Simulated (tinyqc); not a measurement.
Zener tunnelling in a reverse-biased junction, two-band WKB: two steps of the calculation.

Abrupt p-n junction, depletion approximation. Energies E are counted from the conduction-band edge of the neutral n side; its Fermi level lies at dn, that of the p side at dn - V, and the valence-band edge of the neutral p side at Em = dn + dp - V. Tunnelling needs 0 < E < Em. Two-band dispersion with equal masses m: inside the gap kappa = sqrt(m u (1 - u/Eg)/C), u the distance from a band edge, C = hbar^2/(2 m0).

Values chosen for this exercise; band and dielectric values close to those of indium arsenide: temperature T = 300 K; band gap Eg = 0.356 eV; relative permittivity eps_r = 14.9; conduction-band density of states at 300 K Nc = 8.66e16 cm^-3; valence-band density of states at 300 K Nv = 6.57e18 cm^-3; band-edge mass of the two-band model m = 0.025 m0; acceptor density Na = 3.7e19 cm^-3; donor density Nd = 3.4e18 cm^-3; bias of the p side V = -0.52 V.

Constants: q = 1.602176634e-19 C, kB = 1.380649e-23 J/K, hbar = 1.054571817e-34 J s, m0 = 9.1093837015e-31 kg, Vt = kB T/q, eps0 = 8.8541878128e-14 F/cm where lengths are in cm, hbar^2/(2 m0) = 0.0380998212 eV nm^2. Results are converted to the units shown.

Question 1. Fermi levels and built-in voltage. Nd = Nc F12(dn/Vt), Na = Nv F12(dp/Vt), F12(x) = (2/sqrt(pi)) int_0^infinity sqrt(u)/(1 + exp(u - x)) du; dn = EF - Ec on the n side, dp = Ev - EF on the p side (negative outside the bands); Vbi = Eg + dn + dp.

Find: dn; dp; Vbi.

Answer 1.

dn = 0.35951 eV
dp = 0.092682 eV
Vbi = 0.80819 V

Boltzmann statistics would give dn = 0.0949 eV and dp = 0.0447 eV. At zero bias the bands of the two sides overlap by dn + dp.

Question 2. Width, field and exponent. W = sqrt(2 eps0 eps_r (Vbi - V)(1/Na + 1/Nd)/q), mean field F = (Vbi - V)/W, peak field 2 F. In a uniform field F the exponent is S = pi sqrt(m/C) Eg^1.5/(4 F). Transverse energy Et = C kt^2/m raises it to S (1 + 4 Et/Eg), so T = exp(-S) exp(-Et/Eb) with Eb = Eg/(4 S). KJ = (2 q^2/h) m/(4 pi C) (times 1e14 for A/cm^2 per eV^2).

Vbi = 0.80819036 V

Find: W; mean field; S; exp(-S); Eb; tunnelling length Eg/F.

Answer 2.

W = 26.504 nm
mean field = 0.50113 MV/cm
S = 2.6966
exp(-S) = 0.067433
Eb = 33.004 meV
tunnelling length Eg/F = 7.1039 nm

Range of the model: Parabolic densities of states, no band tails and no gap narrowing, all of which matter at such doping.

Computed by the program tinyqc: `OMP_NUM_THREADS=1 python tinyqc.py 2620081 2620082 out.jsonl`, one thread of a shared Intel Xeon 2.30GHz, about 0.01 s for the whole run.
